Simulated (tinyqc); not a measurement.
Schottky barrier on an n-type semiconductor, non-linear Poisson equation by Newton steps: one step of the calculation.

One dimension, metal at x = 0, donor density C(x) = Nd, uniform. Energies are counted from the electron Fermi level of the semiconductor and the conduction-band edge is Ec = -psi, so n = Nc exp(psi/Vt); holes follow the Fermi level of the metal, at -V, so p = Nv exp((V - psi - Eg)/Vt). Ends: psi(0) = V - phiB and psi = Vt ln(Nd/Nc) deep inside. Boltzmann statistics, full ionisation, no current, no image force in the Poisson equation.

Task. Densities, residual and Jacobian diagonal. n_i = Nc exp(psi_i/Vt), p_i = Nv exp((V - psi_i - Eg)/Vt), rho_i = p_i - n_i + C_i, g_i = (n_i + p_i)/Vt. Box widths w_i = (h_(i-1) + h_i)/2 in cm. Residual F_i = a_i (psi_(i+1) - psi_i) - a_(i-1) (psi_i - psi_(i-1)) + q rho_i w_i; Jacobian: a_(i-1) and a_i beside the diagonal, b_i = -a_(i-1) - a_i - q g_i w_i on it. The two end nodes are fixed.

Inputs (values chosen for the exercise); band and dielectric values close to those of gallium phosphide:
- T = 450 K (temperature)
- Eg = 2.25 eV (band gap)
- Nc = 3.23e19 cm^-3 (conduction-band density of states at T)
- Nv = 3.51e19 cm^-3 (valence-band density of states at T)
- V = -2.4 V (bias of the metal against the semiconductor)

Constants: q = 1.602176634e-19 C, kB = 1.380649e-23 J/K, Vt = kB T/q. Results are converted to the units shown.

```
node,x (nm),psi at the start (V),donor density C (cm^-3)
0,0,-3.3800000,7.3e15
1,52,-3.2775278,7.3e15
2,112,-3.1592906,7.3e15
3,181,-3.0233178,7.3e15
4,261,-2.8656682,7.3e15
5,354,-2.6824006,7.3e15
6,461,-2.4715443,7.3e15
7,584,-2.2291580,7.3e15
8,726,-1.9493300,7.3e15
9,891,-1.6241778,7.3e15
10,1080,-1.2517306,7.3e15
11,1300,-0.8181942,7.3e15
12,1550,-0.3255393,7.3e15
```

```
interval,coupling a_i (F/cm^2)
0,1.9070558e-7
1,1.6527817e-7
2,1.4372015e-7
3,1.2395863e-7
4,1.0663108e-7
5,9.2679349e-8
6,8.0623499e-8
7,6.9835848e-8
8,6.0101154e-8
9,5.2469261e-8
10,4.5075865e-8
11,3.9666761e-8
```

Wanted: n; p; residual F; diagonal b.

Result.

```
node,n (cm^-3),p (cm^-3)
0,4.517e-19,2.099e5
1,6.346e-18,1.494e4
2,1.339e-16,708.1
3,4.462e-15,21.25
4,2.601e-13,0.3645
5,2.935e-11,0.003230
6,6.747e-9,1.405e-5
7,3.497e-6,2.711e-8
8,0.004761,1.991e-11
9,20.86,4.546e-15
10,3.093e5,3.065e-19
11,2.217e10,4.275e-24
12,7.300e15,1.299e-29
```

```
node,residual F (1e-8 C/cm^2),diagonal b (F/cm^2)
1,0.655,-3.560e-7
2,0.754,-3.090e-7
3,0.871,-2.677e-7
4,1.012,-2.306e-7
5,1.170,-1.993e-7
6,1.345,-1.733e-7
7,1.550,-1.505e-7
8,1.795,-1.299e-7
9,2.070,-1.126e-7
10,2.392,-9.755e-8
11,2.749,-8.474e-8
```

Computed by the program tinyqc: `OMP_NUM_THREADS=1 python tinyqc.py 2020053 2020054 out.jsonl`, one thread of a shared Intel Xeon 2.30GHz, about 0.04 s for the whole run.
